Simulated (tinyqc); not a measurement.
Worked calculation: thin-film optics by transfer matrices. Values are carried at full precision from step to step, so a last printed digit may differ when a step is redone from the rounded ones.

Indices N = n + i k. Snell: N0 sin(theta) = N_j sin(theta_j), with Im(N_j cos theta_j) >= 0. Admittance y_j = N_j cos theta_j for s and N_j/cos theta_j for p. Phase delta_j = 2 pi N_j cos theta_j d_j/lambda. Layer matrix [[cos delta, -i sin delta/y], [-i y sin delta, cos delta]], multiplied from the top down to M. (B, C) = M (1, y_sub); r = (y0 B - C)/(y0 B + C), R = |r|^2, T = 4 Re y0 Re y_sub/|y0 B + C|^2, absorbed in the films 1 - R - T.

Parameters, chosen for this exercise (indices near those of resist, ARC on W; the results hold for these values, not for the real material):
```
symbol  value                  unit     meaning
lam     633                    nm       vacuum wavelength
n0      1                               ambient index
n       (1.631, 1.671, 3.607)           n of resist, ARC, substrate
k       (0, 0.019, 2.942)               k in the same order
d       (735, 26.1)            nm       thicknesses, top first
theta   75                     degrees  angle of incidence
pol     s                               polarisation
```

## Angles, admittances and phases

Form cos theta_j, y_j and delta_j.

cos theta_j: ambient 0.2588, film 1 0.8058, film 2 0.8161+0.0047i, substrate 0.9959+0.0212i

y_j: ambient 0.2588, film 1 1.3142, film 2 1.3636+0.0233i, substrate 3.5299+3.0063i

delta_j (rad): film 1 9.5880, film 2 0.3533+0.0060i

## Layer matrices and their product

Form each matrix and multiply from the top down.

matrix of film 1:
```
         1        2
1  -0.9867  0.1237i
2  0.2136i  -0.9867
```

matrix of film 2:
```
                1                2
1  0.9383-0.0021i  -0.0002-0.2537i
2  0.0158-0.4716i   0.9383-0.0021i
```

M:
```
                 1                2
1  -0.8675+0.0040i   0.0004+0.3664i
2  -0.0151+0.6657i  -0.8716+0.0020i
```

Each matrix has determinant 1, and so has M.

## Reflection and transmission

Close the stack on the substrate.

B, C: -1.9673+1.2985i  -3.0978-1.9474i

r = -0.8340-0.2605i
R = 0.7635
T into the substrate = 0.2341
absorbed in the films = 0.0024

The bare substrate would reflect 0.8438.

## Ellipsometric angles

Ellipsometry: rho = tan(Psi) exp(i Delta) = -conj(r_p/r_s) with the r of the admittance formula, Delta in 0 to 360 degrees, so that a bare dielectric at small angles gives Delta = 180.

Repeat the steps for both polarisations.

r_s = -0.8340-0.2605i
r_p = 0.3994-0.4457i
Psi = 34.41 degrees
Delta = 65.48 degrees

## Checks

- R against the recursion of Airy sums from the substrate up: both 0.76348.

tinyqc: `OMP_NUM_THREADS=1 python tinyqc.py 1681132 1681133 out.jsonl`; about 0.01 s, one thread, shared Intel(R) Xeon(R) Processor @ 2.30GHz.
